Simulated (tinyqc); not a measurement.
Inside a calculation. Method: FCI on RHF in the sto-6g basis, for H3+, spin multiplicity 1. One step of it, computed by the program tinyqc.

Question. Iteration 1: building the Fock matrix. J_ij = sum D_kl (ij|kl), K_ij = sum D_kl (ik|jl); F = H + J - 0.5 K; E = tr D H + tr D J / 2 - 0.25 tr D K + E_nn.

D at the start:
```
          1H 1s     2H 1s     3H 1s
1H 1s  0.412093  0.412093  0.412325
2H 1s  0.412093  0.412093  0.412325
3H 1s  0.412325  0.412325  0.412558
```

core Hamiltonian H = T + V (hartree):
```
           1H 1s      2H 1s      3H 1s
1H 1s  -1.238369  -0.527358  -0.527642
2H 1s  -0.527358  -1.238369  -0.527642
3H 1s  -0.527642  -0.527642  -1.238475
```

Two-electron integrals (ij|kl) in chemists' order, unique and non-zero (hartree):
```
(11|11) 0.774999   (21|11) 0.171710   (21|21) 0.055625   (22|11) 0.374530
(22|21) 0.171710   (22|22) 0.774999   (31|11) 0.171823   (31|21) 0.047724
(31|22) 0.124381   (31|31) 0.055690   (32|11) 0.124381   (32|21) 0.047724
(32|22) 0.171823   (32|31) 0.047748   (32|32) 0.055690   (33|11) 0.374622
(33|21) 0.124336   (33|22) 0.374622   (33|31) 0.171823   (33|32) 0.171823
(33|33) 0.774999
```

nuclear repulsion = 1.15900436 hartree

Give: Coulomb J; exchange K; Fock matrix F; total energy of this density.

Answer.

Coulomb J (hartree):
```
        1H 1s   2H 1s   3H 1s
1H 1s  1.0141  0.3174  0.3176
2H 1s  0.3174  1.0141  0.3176
3H 1s  0.3176  0.3176  1.0144
```

exchange K (hartree):
```
        1H 1s   2H 1s   3H 1s
1H 1s  0.6878  0.4804  0.4807
2H 1s  0.4804  0.6878  0.4807
3H 1s  0.4807  0.4807  0.6884
```

Fock matrix F (hartree):
```
         1H 1s    2H 1s    3H 1s
1H 1s  -0.5682  -0.4502  -0.4504
2H 1s  -0.4502  -0.5682  -0.4504
3H 1s  -0.4504  -0.4504  -0.5683
```

total energy of this density = -1.167561 hartree
